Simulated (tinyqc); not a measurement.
Active against total: solid solubility of a dopant against its melt (retrograde solidus), clustering and the electrically active fraction. Computed by tinyqc, a small Python program. Command: `OMP_NUM_THREADS=1 python tinyqc.py 3005374 3005375 out.jsonl retro walk`. One thread of a shared host (Intel(R) Xeon(R) Processor @ 2.30GHz), about 0.01 s of CPU time with the checks.

Inputs (values chosen for the exercise, of the order of those of aluminium in silicon for the solubility):

| quantity | value | unit |
|---|---|---|
| atoms per cluster m | 2 | - |
| cluster scale N* at 1273 K | 1.6e+20 | 1/cm^3 |
| activation energy E_b of the cluster scale | 0.57 | eV |
| anneal temperature T_a | 1000 | K |
| prefactor of n_i | 3.87e+16 | 1/(cm^3 K^1.5) |
| energy E_i in n_i | 0.608 | eV |

Clustering: clusters that take up free electrons.

Constants: k_B = 8.617333262e-05 eV/K.

Method. A highly soluble donor (another dopant than that of the solidus) is limited by clustering. Donors N_a are active, and clusters hold m atoms each: N_t = N_a + m C, m C = N* (N_a/N*)^m (n/N*)^m, each atom taking one electron, n = N_a/2 + sqrt(N_a^2/4 + n_i^2), n_i = prefactor x T^1.5 exp(-E_i/(k_B T)), with N*(T) = N*(1273 K) exp[-(E_b/k_B)(1/T - 1/1273)].

Active density (1/cm^3):

| N_t (1/cm^3) | N_a at T_a | fraction | N_a at T_a + 150 K | N_a at T_a - 150 K |
|---|---|---|---|---|
| 1.00e+19 | 9.8353e+18 | 0.98353 | 9.9845e+18 | 7.8394e+18 |
| 3.00e+19 | 2.4136e+19 | 0.80455 | 2.9055e+19 | 1.3112e+19 |
| 1.00e+20 | 4.2702e+19 | 0.42702 | 6.9570e+19 | 1.9383e+19 |
| 2.00e+20 | 5.3961e+19 | 0.26981 | 9.4891e+19 | 2.3575e+19 |
| 5.00e+20 | 7.0664e+19 | 0.14133 | 1.3001e+20 | 3.0118e+19 |
| 1.00e+21 | 8.5374e+19 | 0.08537 | 1.5962e+20 | 3.6045e+19 |
| 2.00e+21 | 1.0246e+20 | 0.05123 | 1.9330e+20 | 4.3026e+19 |
| 5.00e+21 | 1.2969e+20 | 0.02594 | 2.4620e+20 | 5.4249e+19 |

The exponent d ln N_a/d ln N_t falls from 0.82 to 0.26, towards 1/(2m) = 0.250. At the highest dose a 150 K hotter anneal gives 1.90 times the active density, and a later step 150 K cooler would cut it to 0.42 if it ran to equilibrium: short hot anneals come last.

Extremes, crossings and ranges named in words are read from the listed rows.
